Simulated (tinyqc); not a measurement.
# Surface potential of a MOS transistor: implicit equation and explicit approximations: what changes with what

p-type body, charge-sheet picture, depletion and inversion only, full ionisation (an idealisation for deep acceptors), Boltzmann statistics (rough once Na exp(x - xn) passes about Nc/7). In units of Vt: xg = (Vg - Vfb)/Vt, x = psi/Vt, G = gamma/sqrt(Vt), xn = (2 phiF + Vc)/Vt. The implicit equation is (xg - x)^2 = G^2 [x - 1 + exp(x - xn)] for x above about 3. Cox = eps0 eox/tox.

Inputs (values chosen for the exercise); band and dielectric values close to those of silicon: temperature T = 400 K; band gap Eg = 1.13 eV; relative permittivity eps_r = 11.7; conduction-band density of states at T Nc = 4.33e19 cm^-3; valence-band density of states at T Nv = 4.16e19 cm^-3; relative permittivity of the gate insulator (close to hafnium oxide) eox = 22.1; insulator thickness tox = 26 nm; acceptor density Na = 2e16 cm^-3; flat-band voltage Vfb = -0.72 V; channel-body voltage Vc = 0 V; gate-body voltage Vg = 0.83 V.

Constants: q = 1.602176634e-19 C, kB = 1.380649e-23 J/K, Vt = kB T/q, eps0 = 8.8541878128e-14 F/cm where lengths are in cm. Results are converted to the units shown.

Each table varies one quantity; the others keep the values above.

## Accuracy of the approximations against gate voltage

ni = sqrt(Nc Nv) exp(-Eg/(2 Vt)), Eg in volts; phiF = Vt ln(Na/ni); gamma = sqrt(2 q eps0 eps_r Na)/Cox; VT = Vfb + Vt (xn + G sqrt(xn - 1)). Depletion value a = 1 + [sqrt(G^2/4 + xg - 1) - G/2]^2; inversion value b = xn + ln[(xg - xn)^2/G^2 - xn + 1] and first guess y = min(a, b) - ln(1 + exp(-|a - b|)) if a > xn + 1, else b = y = a; one second-order correction with D = exp(y - xn), p = 2 (xg - y) + G^2 (1 + D), w = (xg - y)^2 - G^2 (y - 1 + D): z = y + 2 w/(p + sqrt(p^2 - 2 (2 - G^2 D) w)), or the Newton step z = y + w/p where the root is not real. N_inv = (Cox Vt G/q) [sqrt(x - 1 + exp(x - xn)) - sqrt(x - 1)] at the root. Lambert form (Cox m Vt/q) W0[(G/(2 m sqrt(xn - 1))) exp((Vg - VT)/(m Vt))], m = 1 + G/(2 sqrt(xn - 1)). Errors under 1e-4 mV, and the linear form below VT, are printed as 0.

Result of one run:
```
Vg (V),psi (V),x - xn,error of y (mV),error of z (mV),N_inv (cm^-2),Cox (Vg - VT)/q (cm^-2),Lambert form (cm^-2)
0.16,0.72710,3.6316,31.9,8.30,2.9500e11,9.2316e11,3.3831e11
```

What becomes of these results when the gate-body voltage Vg is changed from 0.16 to 0.76 V, all else the same?

Result of the changed run:
```
Vg (V),psi (V),x - xn,error of y (mV),error of z (mV),N_inv (cm^-2),Cox (Vg - VT)/q (cm^-2),Lambert form (cm^-2)
0.76,0.83972,6.8990,22.3,-3.71,2.5513e12,3.7416e12,2.7905e12
```

The whole series:
```
Vg (V),psi (V),x - xn,error of y (mV),error of z (mV),N_inv (cm^-2),Cox (Vg - VT)/q (cm^-2),Lambert form (cm^-2)
-0.44,0.23190,-10.735,0,0,4.2948e5,0,2.1040e5
-0.24,0.41335,-5.4707,0.0117,0,5.9917e7,0,4.7193e7
-0.04,0.59671,-0.15117,1.97,0,9.9202e9,0,9.9982e9
0.16,0.72710,3.6316,31.9,8.30,2.9500e11,9.2316e11,3.3831e11
0.36,0.78376,5.2754,35.2,12.0,9.5134e11,1.8626e12,1.0768e12
0.56,0.81672,6.2316,27.3,7.84,1.7264e12,2.8021e12,1.9163e12
0.76,0.83972,6.8990,22.3,-3.71,2.5513e12,3.7416e12,2.7905e12
0.96,0.85731,7.4093,18.9,-1.76,3.4032e12,4.6811e12,3.6819e12
1.16,0.87151,7.8213,16.5,-1.03,4.2720e12,5.6206e12,4.5834e12
```

psi rises from 0.232 to 0.872 V and ends 7.8 Vt above 2 phiF + Vc. Among the rows the first guess is off by at most 35 mV (at Vg = 0.36 V) and the corrected value by at most 12 mV. In the last row the linear form is 32 % above N_inv and the Lambert form 7.3 % above it; in the first row the Lambert form is 51 % below it. For Vg = 0.56, 0.76, 0.96, 1.16 the electron quasi-Fermi level lies less than 2 Vt below the band edge at the surface, or above it, where degeneracy and confinement, left out, matter.

## Effect of the channel-body voltage at fixed gate voltage

Same model as above.

Effect of the channel-body voltage at fixed gate voltage:
```
Vc (V),psi (V),x - xn,error of y (mV),error of z (mV),N_inv (cm^-2),Cox (Vg - VT)/q (cm^-2),Lambert form (cm^-2)
0,0.8464,7.092,21.0,-2.75,2.847e12,4.070e12,3.101e12
0.2,1.025,6.481,25.4,6.94,1.958e12,3.069e12,2.146e12
0.4,1.196,5.624,32.6,10.6,1.116e12,2.074e12,1.232e12
0.6,1.346,4.176,35.9,11.2,3.765e11,1.086e12,4.161e11
0.8,1.420,0.5223,2.53,-1.62e-4,1.242e10,1.009e11,1.262e10
1,1.422,-5.207,8.30e-3,0,4.076e7,0,3.811e7
1.2,1.422,-11.01,0,0,1.232e5,0,1.063e5
1.4,1.422,-16.81,0,0,372.0,0,295.9
```

As Vc goes from 0 to 1.4, psi rises from 0.846 to 1.42 V, x - xn falls from 7.09 to -16.8 and N_inv falls from 2.85e12 to 372 cm^-2. The Lambert form lies between 0.795 and 1.11 times N_inv. psi follows Vc only while the surface is inverted; once x falls below xn it settles at the depletion value. For Vc = 0, 0.2 the electron quasi-Fermi level lies less than 2 Vt below the band edge at the surface, or above it, where degeneracy and confinement, left out, matter.

Computed by the program tinyqc: `OMP_NUM_THREADS=1 python tinyqc.py 2122216 2122217 out.jsonl`, one thread of a shared Intel Xeon 2.30GHz, about 0.01 s for the whole run.
